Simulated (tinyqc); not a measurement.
## Donor binding, ionisation and the Mott limit: Freeze-out

Hydrogenic donor: Ry = (m0 q^3/(8 eps0^2 h^2)) me/eps_r^2 in eV, E0 = cc Ry, radius a = q/(8 pi eps0 eps_r E0), Mott density Nm = (0.26/a)^3. Below Nm the level sinks as Ed = E0 [1 - (N/Nm)^(1/3)]. Neutrality: Nc F12(eta) = N/(1 + 2 exp(eta + Ed/kB T)), F12(x) = (2/sqrt(pi)) int_0^infinity sqrt(u)/(1 + exp(u - x)) du.

Nc is given at 200 K and scales as T^1.5.

Inputs (values chosen for the exercise); band and dielectric values close to those of gallium arsenide: relative permittivity eps_r = 13; mass in the hydrogenic formula, set independently of Nc me = 0.066 m0; conduction-band density of states at 200 K Nc = 2.37e17 cm^-3; ratio of the true binding energy to the hydrogenic one cc = 1; donor density N = 6.8e15 cm^-3.

Constants: q = 1.602176634e-19 C, kB = 1.380649e-23 J/K, eps0 = 8.8541878128e-12 F/m, h = 6.62607015e-34 J s, m0 = 9.1093837015e-31 kg, Vt = kB T/q. Results are converted to the units shown.

Freeze-out:

| T (K) | eta | n (cm^-3) | ionised (%) | ln(n/T^0.75) |
|---|---|---|---|---|
| 30 | -1.268 | 3.538e15 | 52.02 | 33.25 |
| 45 | -1.672 | 4.466e15 | 65.68 | 33.18 |
| 60 | -1.998 | 5.047e15 | 74.22 | 33.09 |
| 80 | -2.351 | 5.531e15 | 81.34 | 32.96 |
| 110 | -2.767 | 5.945e15 | 87.43 | 32.80 |
| 150 | -3.192 | 6.234e15 | 91.68 | 32.61 |
| 220 | -3.736 | 6.470e15 | 95.14 | 32.36 |
| 300 | -4.185 | 6.589e15 | 96.90 | 32.15 |
| 400 | -4.608 | 6.662e15 | 97.97 | 31.94 |

The ionised share rises from 52.0 to 98.0 %. Between the first two rows ln(n/T^0.75) has the slope 0.551 meV against q/kB T; deep freeze-out without compensation gives -Ed/2 = -0.639 meV, a limit that these rows do not reach, since a large share is already ionised.

Range of the model: A sharp level with degeneracy 2 overstates freeze-out near Nm, where the impurity band broadens and merges with the conduction band.

Computed by the program tinyqc: `OMP_NUM_THREADS=1 python tinyqc.py 2330088 2330089 out.jsonl`, one thread of a shared Intel Xeon 2.30GHz, about 0.01 s for the whole run.
